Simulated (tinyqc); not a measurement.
Field length and prefactor from two substrate currents.

Question. For Em = (Vd - Vdsat)/l, Isub/Id = (Ai/Bi)(Vd - Vdsat) exp(-Bi l/(Vd - Vdsat)), and l = sqrt(3 tox xj). Find l, Ai and xj.

Inputs (values chosen for the exercise):
- tox = 8.9 nm (oxide thickness)
- Bi = 1.65 MV/cm (ionisation field)

Isub/Id at Vd - Vdsat = 2.1 and 2.8 V: 0.0360157738  0.139235390

Answer. ln[Isub/(Id (Vd - Vdsat))] is linear in 1/(Vd - Vdsat) with slope -Bi l.

l = 54.19 nm
Ai = 2.000e6 1/cm
xj = 110.0 nm

Program tinyqc, `OMP_NUM_THREADS=1 python tinyqc.py 2550137 2550138 out.jsonl`; Intel Xeon 2.30GHz, shared host, one thread, about 0.01 s.
